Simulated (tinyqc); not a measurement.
Inside a calculation. Model: a particle near a wafer in liquid: double-layer and van der Waals forces (DLVO), deposition barrier and removal. Computed by tinyqc, a small Python program that keeps every step. Command: `OMP_NUM_THREADS=1 python tinyqc.py 3111504 3111505 out.jsonl dlvo walk`. One thread of a shared host (Intel(R) Xeon(R) Processor @ 2.30GHz), about 0.01 s of CPU time with the checks. Intermediate numbers are printed to about 6 digits and carried at full precision; extremes and crossings named in words are read from the listed rows.

Sphere and flat wall, Derjaguin approximation, constant potentials in the linear-superposition form, no retardation and no hydration force.

Inputs (values chosen for the exercise, of the order of those for alumina on silica in water): particle radius R = 16 nm; Hamaker constant A = 1e-20 J; potential of the particle psi_1 = -54 mV; potential of the wafer psi_2 = -53 mV; salt concentration c = 0.029 mol/L; valence z of the symmetric salt = 2; temperature T = 343 K; dielectric constant of the liquid = 63.7; gap h = 9.1 nm; contact distance h0 = 0.4 nm; contact radius over R = 0.083; viscosity = 0.81 mPa s.

Constants: e = 1.602176634e-19 C; N_A = 6.02214076e+23 1/mol; eps_0 = 8.8541878128e-12 F/m; k_B = 1.380649e-23 J/K; k_B = 8.617333262e-05 eV/K.

## Screening

kappa^2 = 2 z^2 e^2 N_A (1000 c)/(eps eps_0 k_B T); gamma_i = tanh(z e psi_i/(4 k_B T)); Z = 64 pi eps eps_0 (k_B T/(z e))^2 gamma_1 gamma_2.

kappa = 1.15877 1/nm

Debye length = 0.862984 nm

gamma_1 = -0.722796

gamma_2 = -0.714618

Z = 12.7933 pN

kappa R = 18.5403

Like signs: the double layers repel.

## Energy and force at one gap

U(h) = Z R exp(-kappa h) - A R/(6 h); F(h) = -dU/dh = kappa Z R exp(-kappa h) - A R/(6 h^2), positive for repulsion.

double-layer energy = 0.00113809 k_B T

van der Waals energy = -0.618799 k_B T

U(h) = -0.617661 k_B T

F(h) = -0.315777 pN

## The curve

The formulas are those given above.

Against the gap:
```
h (nm)  kappa h  U (k_B T)        F (pN)
0.4      0.4635    13.1133  -1.74559e+01
0.6      0.6953    12.1812   4.42711e+01
1.0      1.1588     7.9357   4.77811e+01
1.5      1.7382     3.8467   2.98570e+01
2.5      2.8969     0.1332   8.82458e+00
4.0      4.6351    -0.9883   6.35359e-01
7.0      8.1114    -0.7915  -4.73036e-01
12.0    13.9052    -0.4692  -1.84968e-01
20.0    23.1754    -0.2816  -6.66666e-02
40.0    46.3508    -0.1408  -1.66667e-02
```

Caution: in rows where h is not small against R, A R/(6 h) overstates the van der Waals term. Caution: in rows with kappa h below 1 linear superposition is only rough.

## Barrier and secondary minimum

F = 0 reads x^2 exp(-x) = y with x = kappa h and y = A kappa/(6 Z); the left side peaks at x = 2 with 4/e^2 = 0.5413, so roots exist for smaller y: x < 2 is the barrier, x > 2 the secondary minimum.

y = 0.150961

position of the barrier = 0.430217 nm

barrier height = 13.1665 k_B T

position of the secondary minimum = 4.47075 nm

energy at the secondary minimum = -1.01641 k_B T

A barrier of this size slows deposition by roughly exp(barrier).

## Critical salt concentration

The barrier height is zero when U = 0 and F = 0 together: kappa h = 1 and kappa = 6 Z/(e A), e = 2.718282 here; c follows from kappa^2, with the potentials held fixed.

critical kappa = 2.82383 1/nm

critical concentration = 0.172219 mol/L

## Adding salt

kappa scales as sqrt(c); potentials are held fixed. A dash marks rows without a maximum.

Against the concentration:
```
c (mol/L)  Debye length (nm)  barrier at (nm)  barrier (k_B T)  minimum at (nm)  minimum (k_B T)
1.72e-05             35.4354          2.21685          38.0626      3.63669e+02     -1.39753e-02
1.72e-04             11.2057          1.27921          34.1589      9.86681e+01     -5.05894e-02
1.72e-03              3.5435          0.75592          27.4711      2.57651e+01     -1.88496e-01
8.61e-03              1.5838          0.53839          20.3084      9.69532e+00     -4.85925e-01
3.44e-02              0.7924          0.41836          12.0331      3.99372e+00     -1.13024e+00
8.61e-02              0.5008          0.36933           5.4293      2.11954e+00     -2.02896e+00
1.55e-01              0.3733          0.35459           0.8372      1.35595e+00     -3.00961e+00
2.58e-01              0.2893          0.36449          -3.1858      8.63738e-01     -4.33559e+00
5.17e-01              0.2044                -                -                -                -
```

At low salt the barrier tends to Z R = 43.2 k_B T; it is half of that between 0.0017 and 0.0086 mol/L and changes sign at 0.17 mol/L, while the secondary minimum deepens to -3.0 k_B T at 0.9 of that.

## Removing an attached particle

Adhesion F_a = A R/(6 h0^2) [1 + a^2/(R h0)] - kappa Z R exp(-kappa h0), a the contact radius. Drag in a shear flow F_d = 1.7 x 6 pi mu R^2 G, acting at 1.4 R; rolling starts when 1.4 R F_d = a F_a. Wall shear stress = mu G.

van der Waals adhesion = 212.593 pN

net adhesion F_a = 63.3826 pN

wall shear stress for rolling = 458.068 Pa

shear rate G = 565516 1/s

Checks made by the program: force against a difference of U (relative difference below 1e-10).
